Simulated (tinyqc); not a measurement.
## Electron continuity equation in a given potential, Scharfetter-Gummel discretisation: three discretisations compared

Steady state in one dimension: J = q mu n E + q D dn/dx with E = -dpsi/dx and D = mu Vt, dJ/dx = 0, fixed densities nL and nR at the ends. The potential is given, psi = U x/L, and is not changed by the electrons.

11 equal intervals. Fluxes J_i = (q D/h)(n_(i+1) P_i - n_i Q_i), d_i = (psi_(i+1) - psi_i)/Vt: Scharfetter-Gummel P = B(d), Q = B(-d), B(d) = d/(exp(d) - 1); central P = 1 - d/2, Q = 1 + d/2; upwind P = 1 + max(-d, 0), Q = 1 + max(d, 0). Balance at each inner node: J_i - J_(i-1) = 0. The reference is Scharfetter-Gummel on 2200 intervals.

Parameters, values chosen for the exercise; mobility close to that of gallium nitride at room temperature:
```
symbol   value        unit                               meaning
T          300           K                           temperature
mu        1010  cm^2/(V s)                     electron mobility
L          2.1          um                  length of the region
nL      1.4e12       cm^-3                      density at x = 0
nR           0       cm^-3                      density at x = L
U         0.99           V  potential difference psi(L) - psi(0)
```

Constants: q = 1.602176634e-19 C, kB = 1.380649e-23 J/K, Vt = kB T/q. Results are converted to the units shown.

Densities (cm^-3):
```
node	Scharfetter-Gummel	central	upwind	reference
0	1.400e12	1.400e12	1.400e12	1.400e12
1	1.400e12	1.400e12	1.400e12	1.400e12
2	1.400e12	1.400e12	1.400e12	1.400e12
3	1.400e12	1.400e12	1.400e12	1.400e12
4	1.400e12	1.400e12	1.400e12	1.400e12
5	1.400e12	1.399e12	1.400e12	1.400e12
6	1.400e12	1.402e12	1.399e12	1.400e12
7	1.400e12	1.393e12	1.397e12	1.400e12
8	1.400e12	1.428e12	1.384e12	1.400e12
9	1.399e12	1.298e12	1.330e12	1.399e12
10	1.357e12	1.778e12	1.088e12	1.357e12
11	0	0	0	0
```

What does the table show?

Largest errors as a share of the largest reference density listed: Scharfetter-Gummel under 1e-7 %, central 30 %, upwind 19 %. The largest |d| is 3.48. Central differences oscillate from node to node, since P or Q changes sign once |d| exceeds 2. Upwinding stays positive but acts as if D were larger by the factor 1 + |d|/2, up to 2.74 here.

Program tinyqc, `OMP_NUM_THREADS=1 python tinyqc.py 2220151 2220152 out.jsonl`; Intel Xeon 2.30GHz, shared host, one thread, about 0.01 s.
